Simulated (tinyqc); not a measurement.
Sp3 tight binding, zinc-blende lattice, step by step. Computed by tinyqc, a small Python program that keeps every step. Command: `OMP_NUM_THREADS=1 python tinyqc.py 29440 29441 out.jsonl` (the two numbers bound the seeds that draw the settings). One thread of a shared host (Intel(R) Xeon(R) Processor @ 2.60GHz), about 0.01 s of CPU time with the checks.

## Bloch Hamiltonian at k

Parameters chosen for this model: zinc-blende lattice, anion at 0, cation at a/4 (1,1,1); V = eta hbar^2 / (m d^2), hbar^2/m = 7.619964 eV angstrom^2:
```
parameter          value      unit
a               6.260000  angstrom
d               2.710660  angstrom
Es anion      -12.760000        eV
Ep anion       -7.540000        eV
Es cation     -12.760000        eV
Ep cation      -7.540000        eV
eta ss         -1.320000
eta sp          1.420000
eta pp sigma    2.220000
eta pp pi      -0.630000
V ss           -1.368916        eV
V sp            1.472622        eV
V pp sigma      2.302268        eV
V pp pi        -0.653346        eV
```

k point k (2 pi / a): -0.010000  -0.410000  -0.050000

Slater-Koster rules over the four bonds with direction cosines (l, m, n): ss V_ss; s-px l V_sp; px-s -l V_sp; px-px l^2 V_pps + (1 - l^2) V_ppp; px-py l m (V_pps - V_ppp); each times exp(i k.d).

H(k) at k (eV):
```
                      a s                 a px                 a py                 a pz
a s            -12.760000             0.000000             0.000000             0.000000
a px             0.000000            -7.540000             0.000000             0.000000
a py             0.000000             0.000000            -7.540000             0.000000
a pz             0.000000             0.000000             0.000000            -7.540000
c s   -4.364769+0.004052i   0.160190-0.042586i   0.003352-2.035408i   0.031975-0.213353i
c px  -0.160190+0.042586i   1.058126-0.000982i  -0.037051+0.247227i  -0.003884+2.358563i
c py  -0.003352+2.035408i  -0.037051+0.247227i   1.058126-0.000982i  -0.185623+0.049348i
c pz  -0.031975+0.213353i  -0.003884+2.358563i  -0.185623+0.049348i   1.058126-0.000982i

                      c s                 c px                 c py                 c pz
a s   -4.364769-0.004052i  -0.160190-0.042586i  -0.003352-2.035408i  -0.031975-0.213353i
a px   0.160190+0.042586i   1.058126+0.000982i  -0.037051-0.247227i  -0.003884-2.358563i
a py   0.003352+2.035408i  -0.037051-0.247227i   1.058126+0.000982i  -0.185623-0.049348i
a pz   0.031975+0.213353i  -0.003884-2.358563i  -0.185623-0.049348i   1.058126+0.000982i
c s            -12.760000             0.000000             0.000000             0.000000
c px             0.000000            -7.540000             0.000000             0.000000
c py             0.000000             0.000000            -7.540000             0.000000
c pz             0.000000             0.000000             0.000000            -7.540000
```

## Levels at k

Diagonalise the Hermitian matrix.

eigenvalues (eV): -17.506798  -10.607160  -10.146922  -10.077318  -6.473228  -6.082374  -4.948441  -4.917758

weights |c|^2 of the basis functions:
```
        band 1    band 2    band 3    band 4    band 5    band 6    band 7    band 8
a s   0.483248  0.216658  0.000356  0.018890  0.262112  0.016244  0.000280  0.002212
a px  0.000034  0.024505  0.347609  0.124701  0.009591  0.001355  0.156018  0.336186
a py  0.016506  0.224067  0.002895  0.040852  0.227678  0.480475  0.000171  0.007356
a pz  0.000212  0.034769  0.149141  0.315556  0.000619  0.001926  0.343531  0.154246
c s   0.483248  0.216658  0.000356  0.018890  0.262112  0.016244  0.000280  0.002212
c px  0.000034  0.024505  0.347609  0.124701  0.009591  0.001355  0.156018  0.336186
c py  0.016506  0.224067  0.002895  0.040852  0.227678  0.480475  0.000171  0.007356
c pz  0.000212  0.034769  0.149141  0.315556  0.000619  0.001926  0.343531  0.154246
```

## Bloch Hamiltonian at X

k point X (2 pi / a): 1  0  0

As before.

H(k) at X (eV):
```
                     a s                a px                a py                a pz
a s           -12.760000            0.000000            0.000000            0.000000
a px            0.000000           -7.540000            0.000000            0.000000
a py            0.000000            0.000000           -7.540000            0.000000
a pz            0.000000            0.000000            0.000000           -7.540000
c s             0.000000  0.000000+3.400875i            0.000000            0.000000
c px  0.000000-3.400875i            0.000000            0.000000            0.000000
c py            0.000000            0.000000            0.000000  0.000000-3.940820i
c pz            0.000000            0.000000  0.000000-3.940820i            0.000000

                     c s                c px                c py                c pz
a s             0.000000  0.000000+3.400875i            0.000000            0.000000
a px  0.000000-3.400875i            0.000000            0.000000            0.000000
a py            0.000000            0.000000            0.000000  0.000000+3.940820i
a pz            0.000000            0.000000  0.000000+3.940820i            0.000000
c s           -12.760000            0.000000            0.000000            0.000000
c px            0.000000           -7.540000            0.000000            0.000000
c py            0.000000            0.000000           -7.540000            0.000000
c pz            0.000000            0.000000            0.000000           -7.540000
```

## Levels at X

As before.

eigenvalues (eV): -14.436963  -14.436963  -11.480820  -11.480820  -5.863037  -5.863037  -3.599180  -3.599180

## Bands along a path

The same steps at evenly spaced points between the labelled ones.

Bands along the path (eV):
```
k             band 1      band 2      band 3      band 4     band 5     band 6     band 7     band 8
L         -16.223109  -13.391578  -10.174127  -10.174127  -7.447692  -4.905873  -4.905873  -3.537620
L-G 0.33  -16.957210  -12.296023   -9.915813   -9.915813  -7.327663  -5.164187  -5.164187  -4.019105
L-G 0.67  -17.880801  -10.311640   -9.288204   -9.288204  -7.131467  -5.791796  -5.791796  -5.276093
G         -18.235665   -8.867434   -8.867434   -8.867434  -7.284335  -6.212566  -6.212566  -6.212566
G-X 0.33  -17.756462  -10.087046   -9.821244   -9.821244  -6.620480  -6.136012  -5.258756  -5.258756
G-X 0.67  -16.407905  -12.195336  -11.016790  -11.016790  -6.030548  -5.966211  -4.063210  -4.063210
X         -14.436963  -14.436963  -11.480820  -11.480820  -5.863037  -5.863037  -3.599180  -3.599180
X-W 0.33  -14.436963  -14.436963  -11.480820  -11.480820  -5.863037  -5.863037  -3.599180  -3.599180
X-W 0.67  -14.436963  -14.436963  -11.480820  -11.480820  -5.863037  -5.863037  -3.599180  -3.599180
W         -14.436963  -14.436963  -11.480820  -11.480820  -5.863037  -5.863037  -3.599180  -3.599180
```

With 4 band(s) filled, the highest filled level on these points lies at G and the lowest empty one at L: a gap of 1.4197 eV, indirect.
